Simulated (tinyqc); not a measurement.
Comparisons within one model: parabolic quantum dot in a magnetic field (Fock-Darwin). A value that a table varies takes the place of the one given here.

Two dimensions, V = m w0^2 r^2/2, one valley. hbar wc = 2 muB B/m, W = sqrt(w0^2 + wc^2/4), E(n, l, s) = (2n + |l| + 1) hbar W - l hbar wc/2 + s gs muB B, n = 0, 1, ..., l = 0, +/-1, ..., s = +/-1/2; length lam = sqrt(2c/(m hbar W)), c = hbar^2/2m0.

Two electrons, first order in the Coulomb energy: the singlet (0,0)^2 has 2W + J0 and the lowest triplet (0,0)(0,1) has 3W - wc/2 + J0/2 - Ez, with J0 = sqrt(pi/2) q/(eps lam), q = e^2/(4 pi eps0), Ez = |gs| muB B.

Exact treatment: the centre of mass separates with energy W, and the relative motion obeys [-(2c/m) Laplacian + (2c/m) r^2/(2 lam^2)^2 + q/(eps r)] psi = e_l psi for angular number l, solved in 14 Gaussians r^l exp(-a r^2), a = 1.7^i/(4 lam^2), i = -3 to 10. E(S) = W + e_0, E(T) = W + e_1 - wc/2 - Ez.

Constants: muB = 5.788381798e-05 eV/T; hbar^2/2m0 = 3.80998211 eV angstrom^2; e^2/(4 pi eps0) = 14.39964547 eV angstrom.

Parameters, chosen for this exercise (near those of a gate-defined dot in InAs; the results hold for these values, not for the real material):
- m = 0.0299 m0 (mass)
- gs = -8.15 (g factor)
- w0 = 5.3 meV (confinement energy hbar w0)
- Bs = (0, 0.34, 0.68, 1.1, 1.6, 2.5, 3.6) T (fields)
- eps = 14.6 (dielectric constant)
- B = 0.84 T (magnetic field)

## Levels against field

Six orbital levels without the Zeeman term.

Levels (meV):

| B (T) | (0,0) | (0,1) | (0,-1) | (0,2) | (1,0) | (0,3) |
|---|---|---|---|---|---|---|
| 0 | 5.300 | 10.600 | 10.600 | 15.900 | 15.900 | 21.200 |
| 0.34 | 5.341 | 10.023 | 11.340 | 14.706 | 16.022 | 19.388 |
| 0.68 | 5.461 | 9.606 | 12.239 | 13.750 | 16.383 | 17.895 |
| 1.1 | 5.712 | 9.294 | 13.553 | 12.876 | 17.135 | 16.459 |
| 1.6 | 6.139 | 9.180 | 15.375 | 12.221 | 18.416 | 15.263 |
| 2.5 | 7.177 | 9.515 | 19.194 | 11.852 | 21.532 | 14.190 |
| 3.6 | 8.756 | 10.542 | 24.481 | 12.328 | 26.267 | 14.115 |

(0,2) crosses (0,-1) where W = 3 wc/2, that is wc = w0/sqrt(2), B = 0.97 T, and (0,3) crosses it at W = wc, B = 1.58 T. States with n = 0 and l >= 0 draw together into the lowest Landau level: their spacing W - wc/2 shrinks from 5.30 to 1.79 meV, while (0,-1) climbs to 15.72 meV above (0,0).

## Singlet against triplet in a field

For each field, first order and exact.

Energies (meV):

| B (T) | J0 | W - wc/2 | Ez | E(T) - E(S), first order | exact |
|---|---|---|---|---|---|
| 0 | 5.637 | 5.300 | 0.000 | 2.481 | 3.37 |
| 0.34 | 5.659 | 4.683 | 0.160 | 1.693 | 2.59 |
| 0.68 | 5.722 | 4.145 | 0.321 | 0.963 | 1.86 |
| 1.1 | 5.852 | 3.582 | 0.519 | 0.137 | 1.04 |
| 1.6 | 6.067 | 3.041 | 0.755 | -0.747 | 0.16 |
| 2.5 | 6.560 | 2.338 | 1.179 | -2.122 | -1.19 |
| 3.6 | 7.245 | 1.786 | 1.698 | -3.535 | -2.59 |

Exactly, the triplet drops below the singlet between 1.6 and 2.5 T. First order puts the crossing between 1.1 and 1.6 T; with J0/W = 1.06 at zero field it misses the splitting there by 0.89 meV. From the first row to the last the orbital cost falls by 3.51 meV, the Coulomb gain J0/2 (half direct, half exchange) grows by 0.80 meV and the Zeeman gain by 1.70 meV. States of higher angular number, which take over at higher fields, in soft dots already within such a table, are left out.

## What each parameter does

The two modes W +/- wc/2, lam and the exact E(T) - E(S), with q = e^2/(4 pi eps0) and Ez = |gs| muB B. Each row changes one parameter from the base and keeps the others.

Results:

| case | upper mode (meV) | lower mode (meV) | lam (angstrom) | E(T) - E(S) (meV) |
|---|---|---|---|---|
| base | 7.170 | 3.918 | 214.4 | 1.54 |
| B = 1.26 T | 8.274 | 3.395 | 209.0 | 0.75 |
| w0 = 4.24 meV | 6.167 | 2.915 | 236.9 | 0.78 |
| m = 0.0344 m0 | 6.899 | 4.072 | 201.0 | 1.61 |
| gs = -12.23 | 7.170 | 3.918 | 214.4 | 1.34 |
| eps = 12.4 | 7.170 | 3.918 | 214.4 | 1.32 |

The largest shifts from the base row, up to three for each result and ties (the steps differ in size, so this ranks the rows, not the parameters). upper mode (meV): B +1.104, w0 -1.003, m -0.271; unchanged at the printed digits by gs and eps. lower mode (meV): w0 -1.003, B -0.523, m +0.154; unchanged at the printed digits by gs and eps. lam (angstrom): w0 +22.5, m -13.4, B -5.4; unchanged at the printed digits by gs and eps. E(T) - E(S) (meV): B -0.79, w0 -0.75, eps -0.22.

Program tinyqc; command `OMP_NUM_THREADS=1 python tinyqc.py 1252724 1252725 out.jsonl`; about 0.1 s on one thread of a shared Intel(R) Xeon(R) Processor @ 2.30GHz.
